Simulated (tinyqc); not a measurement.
From results back to parameters: two-level Kane dispersion of a narrow-gap semiconductor. Five cases, with inputs chosen for the exercise.

Problem. In the two-level Kane model E = Eg/2 + sqrt(Eg^2/4 + (2/3) Ep c k^2), c = hbar^2/2m0, and the momentum mass is m(k) = (3/(2 Ep)) sqrt(Eg^2 + (8/3) Ep c k^2). It is given at the Fermi wave vectors kF = (3 pi^2 n)^(1/3) of two densities (1 cm^-3 = 1e-24 angstrom^-3).

Constants: hbar^2/2m0 = 3.80998211 eV angstrom^2.

Find: kF^2; Ep; edge mass; |Eg|.

Case 1.

Values chosen (out of a larger set: a narrow-gap II-VI alloy; not measured data): n12 = (1.1e+15, 1.4e+18) cm^-3 (two densities).

masses at the two densities (m0): 0.02114467  0.04272156

Solution.

kF^2 (1/angstrom^2): 1.0199e-05  0.0011977

Ep = 19.7 eV
edge mass = 0.02086 m0
|Eg| = 0.274 eV

m^2 = m0*^2 + (6 c/Ep) kF^2 is a straight line in kF^2: the slope gives Ep, the intercept the edge mass, and |Eg| = (2/3) Ep m0*. The sign of Eg does not enter. The two-level form takes Dso as infinite, which overstates the mass where Dso is not large against Eg.

Case 2.

Values chosen (out of a larger set: near those of grey Sn; not measured data): n12 = (9.2e+15, 2.5e+18) cm^-3 (two densities).

masses at the two densities (m0): 0.02759268  0.04956873

Solution.

kF^2 (1/angstrom^2): 4.2022e-05  0.0017630

Ep = 23.2 eV
edge mass = 0.02683 m0
|Eg| = 0.415 eV

m^2 = m0*^2 + (6 c/Ep) kF^2 is a straight line in kF^2: the slope gives Ep, the intercept the edge mass, and |Eg| = (2/3) Ep m0*. The sign of Eg does not enter. For Eg < 0 the edge mass does not depend on Dso, which enters only as EF nears it.

Case 3.

Values chosen (out of a larger set: near those of InAs; not measured data): n12 = (1.4e+16, 4.5e+17) cm^-3 (two densities).

masses at the two densities (m0): 0.02869501  0.03680294

Solution.

kF^2 (1/angstrom^2): 5.5595e-05  0.00056203

Ep = 21.8 eV
edge mass = 0.02766 m0
|Eg| = 0.402 eV

m^2 = m0*^2 + (6 c/Ep) kF^2 is a straight line in kF^2: the slope gives Ep, the intercept the edge mass, and |Eg| = (2/3) Ep m0*. The sign of Eg does not enter. The two-level form takes Dso as infinite, which overstates the mass where Dso is not large against Eg.

Case 4.

Values chosen (out of a larger set: a gap close to zero; not measured data): n12 = (6.3e+15, 1.5e+18) cm^-3 (two densities).

masses at the two densities (m0): 0.00806000  0.03937289

Solution.

kF^2 (1/angstrom^2): 3.2647e-05  0.0012541

Ep = 18.8 eV
edge mass = 0.00503 m0
|Eg| = 0.063 eV

m^2 = m0*^2 + (6 c/Ep) kF^2 is a straight line in kF^2: the slope gives Ep, the intercept the edge mass, and |Eg| = (2/3) Ep m0*. The sign of Eg does not enter. For Eg < 0 the edge mass does not depend on Dso, which enters only as EF nears it.

Case 5.

Values chosen (out of a larger set: near those of InAs; not measured data): n12 = (1.3e+16, 6.2e+17) cm^-3 (two densities).

masses at the two densities (m0): 0.02942678  0.03952900

Solution.

kF^2 (1/angstrom^2): 5.2915e-05  0.00069589

Ep = 21.1 eV
edge mass = 0.02844 m0
|Eg| = 0.400 eV

m^2 = m0*^2 + (6 c/Ep) kF^2 is a straight line in kF^2: the slope gives Ep, the intercept the edge mass, and |Eg| = (2/3) Ep m0*. The sign of Eg does not enter. The two-level form takes Dso as infinite, which overstates the mass where Dso is not large against Eg.

Computed by tinyqc, one run a case: `OMP_NUM_THREADS=1 python tinyqc.py N N+1 out.jsonl` with N = 1050629, 1050635, 1050655, 1050675, 1050717; one thread of a shared Intel(R) Xeon(R) Processor @ 2.30GHz, about 0.01 s a run at most.
